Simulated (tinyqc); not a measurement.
Interband optics of a two-band s-p chain from momentum matrix elements, step by step. Values are carried at full precision from step to step, so a last printed digit may differ when a step is redone from the rounded ones.

H(k) = [[Es - 2 ts cos ka, 2i V sin ka], [-2i V sin ka, Ep_ + 2 tp cos ka]] in the basis s, p; the lower band is full, with two electrons a cell. The velocity operator times hbar is W = dH/dk (eV angstrom); intra-atomic dipoles are left out.

Constants: hbar^2/2m0 = 3.80998211 eV angstrom^2; e^2/(4 pi eps0) = 14.39964547 eV angstrom.

Parameters, chosen for this exercise: a = 3.7 angstrom (period); Es = 2.94 eV (upper orbital (s)); Ep_ = -2.35 eV (lower orbital (p)); ts = 0.24 eV (s-s hopping); tp = 0.24 eV (p-p hopping); V = 1.02 eV (s-p hopping); k = 0.41 2 pi/a (wave vector); N = 6 (k points); Ar = 6.6 angstrom^2 (cross-section per chain); eta = 0.1 eV (Lorentzian half width); E = 5.72 eV (photon energy).

## Hamiltonian and velocity at one k

Form H and W = dH/dk.

H (eV), rows s, p and columns alike:
```
[[3.3453, 1.0931i],
 [-1.0931i, -2.7553]]
```

W (eV angstrom), rows s, p and columns alike:
```
[[0.9516, -6.3730i],
 [6.3730i, -0.9516]]
```

## Matrix element between the bands

Diagonalise H, transform W, and form w = |W_cv|^2, the Kane-type energy w/c and the oscillator strength f = w/(c D), c = hbar^2/2m0, D = Ec - Ev.

Ev, Ec (eV): [-2.9452, 3.5352]

weights, rows s, p; columns v, c:
```
[[0.0293, 0.9707],
 [0.9707, 0.0293]]
```

slopes dEv/dk, dEc/dk (eV angstrom): [1.254, -1.254]

w = 39.948 eV^2 angstrom^2
w/c = 10.485 eV
f = 1.618

## Transitions on the mesh

At each k_j = (j + 1/2)/N (2 pi/a) up to the zone edge give D = Ec - Ev, w = |<c|W|v>|^2 and f = w/(c D), c = hbar^2/2m0; the other half of the zone repeats the values.

Transitions:
```
k (2 pi/a)  D (eV)  w (eV^2 angstrom^2)      f
0.0833      4.9031               31.077  1.664
0.2500      6.6806                1.176  0.046
0.4167      6.4524               42.019  1.709
```

D runs from 4.903 to 6.681 eV on the mesh; f is largest at k = 0.4167.

## Dielectric function from the table

With w(k) = |<c|W|v>|^2 and D(k) = Ec - Ev, on the mesh k_j = (j + 1/2)/N (2 pi/a): eps(E) = 1 + (8 pi e2/(a Ar)) mean_j (w/D^2) [1/(D - E - i eta) + 1/(D + E + i eta)], e2 = e^2/(4 pi eps0); light polarised along the chains, no local fields.

Take the mean over the rows. Also eps(0) at eta = 0, and the effective electrons per cell n_eff = 2 mean(f).

eps(E) = 1.136+1.860i
eps(0) = 5.189
n_eff = 2.279

On a mesh of 2000 points the values are 2.709+3.509i, 5.760 and 2.389. n_eff need not equal the 2 electrons of the cell: a two-orbital basis with chosen hoppings does not obey the sum rule of free electrons. E lies within, or within 2 eta of, the range of transitions of the band (4.33 to 6.80 eV); their spacing on this mesh (up to 1.78 eV) exceeds eta, so eps(E) depends on where the few mesh points fall.

## Checks

- Curvature of the lower band against <v|d2H/dk2|v> - 2 w/D (eV angstrom^2): both -2.058.
- Zone mean of 2 w/D against the zone mean of <v|d2H/dk2|v>, the f-sum rule of a full band (eV angstrom^2): both 9.1016.

tinyqc: `OMP_NUM_THREADS=1 python tinyqc.py 1650549 1650550 out.jsonl`; about 0.01 s, one thread, shared Intel(R) Xeon(R) Processor @ 2.30GHz.
